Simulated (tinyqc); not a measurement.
Segregation gettering against temperature: solubility, supersaturation, precipitation and gettering of an impurity in a silicon-like host. Computed by tinyqc, a small Python program. Command: `OMP_NUM_THREADS=1 python tinyqc.py 3021747 3021748 out.jsonl ripen sweep`. One thread of a shared host (Intel(R) Xeon(R) Processor @ 2.30GHz), about 0.01 s of CPU time with the checks.

The wafer was saturated at T1 and is then held at T.

Inputs (values chosen for the exercise, for a model impurity):
```
quantity                                   value        unit
site density N0                            5e+22      1/cm^3
enthalpy of solution H                      1.88          eV
entropy of solution S                        2.4         k_B
diffusion prefactor D0                   0.00026      cm^2/s
migration energy Q                          1.25          eV
temperature of saturation T1                1475           K
impurity density in the precipitate C_p  5.8e+22      1/cm^3
interface energy gamma                      0.65       J/m^2
anneal time t                              21000           s
wafer thickness w                            775  micrometre
segregation energy E_g                      0.45          eV
segregation prefactor k_0                   0.11           -
getter layer thickness t_g                   4.6  micrometre
```

Gettering: segregation gettering in a layer.

Constants: k_B = 8.617333262e-05 eV/K; k_B = 1.380649e-23 J/K.

Method. C_eq(T) = N0 exp(S/k_B - H/(k_B T)); D(T) = D0 exp(-Q/(k_B T)); C0 = C_eq(T1). Supersaturation s = C0/C_eq(T); critical radius r* = 2 gamma/(C_p k_B T ln s); barrier W* = (4 pi/3) gamma r*^2. Strain energy is left out. k = k_0 exp(E_g/(k_B T)); in equilibrium the bulk keeps C/C0 = 1/(1 + k t_g/w). For a strong sink on one face the slowest diffusion mode has tau_w = 4 w^2/(pi^2 D), and C/C0 is estimated as c_eq + (1 - c_eq)(8/pi^2) sum over odd m up to 99 of exp(-m^2 t/tau_w)/m^2. Precipitation is left out here.

One run for each value:
```
anneal temperature T (K)  mean C/C0 at t  equilibrium C/C0  tau_w (s)  segregation coefficient k
738                               0.9981            0.5642  3.218e+09                      130.1
820                               0.9984            0.7243  4.508e+08                       64.1
903                               0.9981            0.8251  8.868e+07                       35.7
986                               0.9975            0.8847  2.294e+07                       22.0
1070                              0.9969            0.9208  7.227e+06                       14.5
1150                              0.9964            0.9423  2.815e+06                       10.3
1240                              0.9959            0.9578  1.127e+06                        7.4
1320                              0.9954            0.9670  5.545e+05                        5.7
1400                              0.9949            0.9735  2.959e+05                        4.6
```

Over the rows, mean C/C0 at t goes from 0.998 through a maximum among these rows, 0.998 at 820, to 0.995; equilibrium C/C0 rises from 0.564 to 0.974 (exponent d ln y / d ln x 2.4 between the first rows and 0.11 between the last); tau_w (s) falls from 3.22e9 to 296000 (exponent d ln y / d ln x -19 between the first rows and -11 between the last). Cooling raises k but slows diffusion.

Caution (rows 738, 820, 903, 986, 1070, 1150, 1240): the barrier to homogeneous nucleation is below 35 k_B T for these inputs, so new precipitates would form and outnumber the fixed sinks assumed here. Caution (rows 738, 820, 903, 986): for so short a time the series is cut off too early to be exact.

Extremes, crossings and ranges named in words are read from the listed rows.
